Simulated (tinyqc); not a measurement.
Thinning the body: Gamma, L and X subbands of a thin body with non-parabolic valleys.

Hard walls, flat band, c = hbar^2/2m0, energies from the bulk Gamma edge. For a valley at angle theta to the normal 1/m_z = cos^2/ml + sin^2/mt and m_d = sqrt(ml mt^2/m_z). Subband n starts at E_v + e with e (1 + a e) = c (n pi/t)^2/m_z, and its density-of-states mass is taken as m_d (1 + 2 a e), without further growth at higher in-plane energy. Groups are named by valley and degeneracy.

n_i = g m/(2 pi c) kB T ln(1 + exp((EF - E_i)/kB T)), sum n_i = Ns (1e12/cm^2 = 1e-4/angstrom^2), c = hbar^2/2m0. Quantum capacitance Cq = 1602.176634 sum g m/(2 pi c) f_i in microfarad/cm^2 with f_i = 1/(1 + exp((E_i - EF)/kB T)); Cox = 34.5313/eot (one gate); C/Cox = Cq/(Cq + Cox), the centroid term left out.

Constants: hbar^2/2m0 = 3.80998211 eV angstrom^2; kB = 8.617333262e-05 eV/K.

Values chosen for the exercise (near those of a thin InAs channel; shifted at random, so the results belong to these values and not to a real crystal):
```
symbol  value                          unit         meaning
face    111                                         surface
mG      0.0264                         m0           Gamma mass
aG      2.26                           1/eV         Gamma non-parabolicity
EL      0.722                          eV           L edge above Gamma
mL      (0.66, 0.05)                   m0           L valleys (four, along <111>): ml, mt
EX      1.026                          eV           X edge above Gamma
mX      (1.149, 0.156)                 m0           X valleys (three, along <100>): ml, mt
aS      0.64                           1/eV         non-parabolicity of L and X
Ns      4.5                            x 1e12/cm^2  sheet density
T       300                            K            temperature
eot     6                              angstrom     equivalent oxide thickness
ts      (18, 24, 30, 40, 55, 75, 110)  angstrom     thicknesses
```

Lowest edge of each valley type, the lowest group, the Gamma share and C/Cox, with n = 1 to 8 of all groups.

Results:
```
t (angstrom),Gamma (eV),L (eV),X (eV),lowest,Gamma share (%),C/Cox
18,1.191,0.882,1.444,L1,0.3,0.416
24,0.848,0.815,1.282,L1,58.7,0.654
30,0.644,0.783,1.198,G1,97.3,0.565
55,0.286,0.741,1.081,G1,100.0,0.413
75,0.180,0.732,1.056,G1,100.0,0.374
110,0.097,0.727,1.040,G1,100.0,0.497
```

Give the missing row, t (angstrom) = 40.

Computed row:
```
t (angstrom)  Gamma (eV)  L (eV)  X (eV)  lowest  Gamma share (%)  C/Cox
40                 0.444   0.757   1.127      G1            100.0  0.479
```

From 110 down to 18 angstrom Gamma rises by 1.09 eV, L by 0.15 and X by 0.40 eV, the light Gamma mass moving most. The lowest group changes from G1 to L1 between 30 and 24 angstrom. The Gamma share goes from 100 % to 0 %. C/Cox is 0.50 and 0.42 at the ends and lies between 0.37 and 0.65. Hard walls overstate the rise in the thinnest rows.

tinyqc: `OMP_NUM_THREADS=1 python tinyqc.py 1251598 1251599 out.jsonl`; about 0.03 s, one thread, shared Intel(R) Xeon(R) Processor @ 2.30GHz.
